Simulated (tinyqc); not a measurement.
Slater-Koster d bands of an fcc metal: sweeps and comparisons. A value that a table varies takes the place of the one given here.

Slater-Koster d bands. For a bond with direction cosines (l, m, n) the 5 x 5 block is dds Ps + ddp Pp + ddd (1 - Ps - Pp), the projectors on sigma, pi and delta states about the bond; for instance <xy|xy> = 3 l^2 m^2 dds + (l^2 + m^2 - 4 l^2 m^2) ddp + (n^2 + l^2 m^2) ddd, <xy|yz> = 3 l m^2 n dds + l n (1 - 4 m^2) ddp + l n (m^2 - 1) ddd and <3z2-r2|3z2-r2> = (n^2 - (l^2 + m^2)/2)^2 dds + 3 n^2 (l^2 + m^2) ddp + (3/4)(l^2 + m^2)^2 ddd. H(k) sums the blocks times cos(k.R) over the neighbours; the d level is the zero of energy; k in 2 pi/a.

Neighbours: twelve at (a/2)(1,1,0) and equivalents.

Mesh: k = f1 b1 + f2 b2 + f3 b3 with fractions (j + 1/2)/N, j = 0 to N - 1, and b = (-1,1,1), (1,-1,1), (1,1,-1) for fcc, (0,1,1), (1,0,1), (1,1,0) for bcc, unit vectors for simple cubic. The lowest Nd/10 of all levels are filled with two electrons each; the bond energy is their sum per atom.

Values chosen for the exercise (of the size met in Ni; not measured data):
- dds = -0.468 eV (dd sigma)
- ddp = 0.3 eV (dd pi)
- ddd = -0.028 eV (dd delta)
- N = 10 (mesh)
- f2 = 0.487 (factor for second neighbours in bcc)

## Band filling: full bands against the rectangular model

W = sqrt(12 mu2) with mu2 the mean square level on the mesh; rectangular model: Fermi level W (Nd/10 - 1/2), bond energy -W Nd (10 - Nd)/20. The Fermi level of the mesh is the highest filled level.

Per atom (eV):

| Nd | EF, bands | bond energy, bands | EF, rectangle | bond energy, rectangle |
|---|---|---|---|---|
| 1 | -1.311 | -1.670 | -1.359 | -1.528 |
| 2 | -1.015 | -2.825 | -1.019 | -2.717 |
| 3 | -0.707 | -3.670 | -0.679 | -3.566 |
| 4 | -0.246 | -4.179 | -0.340 | -4.076 |
| 5 | 0.065 | -4.270 | 0.000 | -4.246 |
| 6 | 0.473 | -3.992 | 0.340 | -4.076 |
| 7 | 0.733 | -3.381 | 0.679 | -3.566 |
| 8 | 1.044 | -2.483 | 1.019 | -2.717 |
| 9 | 1.249 | -1.331 | 1.359 | -1.528 |

W = 3.397 eV
full width on the mesh = 3.887 eV

What does this show, and why?

The bond energy is deepest at Nd = 5 (-4.270 eV); the rectangle has its minimum at 5. The two differ most at Nd = 8, by 0.235 eV or 6 % of the deepest value: the second moment fixes the parabola, and higher moments the rest. At Nd = 3 and 7 the bands give -3.670 and -3.381 eV, a skew towards less than half filling.

## Which lattice a d-band metal prefers

fcc has twelve neighbours, bcc eight and six (the six times f2), simple cubic six. The integrals of bcc and sc are scaled so that all three have the second moment of fcc, which stands for equal repulsion (structural energy difference theorem). s and p electrons are left out.

Bond energy per atom:

| Nd | fcc (eV) | bcc - fcc (meV) | sc - fcc (meV) |
|---|---|---|---|
| 1 | -1.670 | 108 | 44 |
| 2 | -2.825 | 36 | 41 |
| 3 | -3.670 | -71 | 144 |
| 4 | -4.179 | -176 | 217 |
| 5 | -4.270 | -35 | 217 |
| 6 | -3.992 | 161 | 30 |
| 7 | -3.381 | 206 | -145 |
| 8 | -2.483 | 75 | -301 |
| 9 | -1.331 | -84 | -295 |

scale factors: bcc 1.1285, sc 1.4142

mu3/mu2^1.5: fcc -0.264, bcc -0.249, sc 0.000

mu4/mu2^2: fcc 1.893, bcc 1.746, sc 2.131

largest change of a difference when N is raised to 14 = 16 meV

What can be read from the table?

fcc is lowest for Nd = 1, 2 and 6. bcc is lowest for Nd = 3, 4 and 5. sc is lowest for Nd = 7, 8 and 9. bcc gains most on fcc at Nd = 4 (-176 meV). A small fourth moment marks a two-peaked band, which tends to favour fillings near one half; bcc has -8 % against fcc, and at Nd = 5 it lies -35 meV from fcc (differences of a few tens of meV are within the error of the mesh; hcp is left out, and this d-only model can miss the lattice of the real metal). The third moments, from three-membered rings, skew the bands. That simple cubic wins anywhere comes from keeping d bands and equal second moments alone; no transition metal takes it. Differences below about 16 meV are within the error of this mesh, and the s and p electrons left out weigh most where the d band is nearly empty or full.

## What each integral does

Levels at Gamma, E(t2g) = 3 dds + 4 ddp + 5 ddd, E(eg) = 1.5 dds + 6 ddp + 4.5 ddd, and W = sqrt(12 mu2), the width of a rectangular band with the same second moment mu2 = z (dds^2 + 2 ddp^2 + 2 ddd^2)/5, z = 12. Each row changes one parameter from the base and keeps the others.

Results:

| case | t2g (eV) | eg (eV) | W (eV) |
|---|---|---|---|
| base | -0.3440 | 0.9720 | 3.3966 |
| dds = -0.3978 eV | -0.1334 | 1.0773 | 3.1284 |
| ddp = 0.255 eV | -0.5240 | 0.7020 | 3.1778 |
| ddd = -0.0322 eV | -0.3650 | 0.9531 | 3.3988 |

What does this show?

The largest shifts from the base row, up to three for each result and ties (the steps differ in size, so this ranks the rows, not the parameters). t2g (eV): dds +0.2106, ddp -0.1800, ddd -0.0210. eg (eV): ddp -0.2700, dds +0.1053, ddd -0.0189. W (eV): dds -0.2683, ddp -0.2188, ddd +0.0021. The ratio of the shifts of t2g and eg names the integral: 3 : 1.5 for dds, 4 : 6 for ddp, 5 : 4.5 for ddd.

Program tinyqc; command `OMP_NUM_THREADS=1 python tinyqc.py 1450662 1450663 out.jsonl`; about 0.03 s on one thread of a shared Intel(R) Xeon(R) Processor @ 2.30GHz.
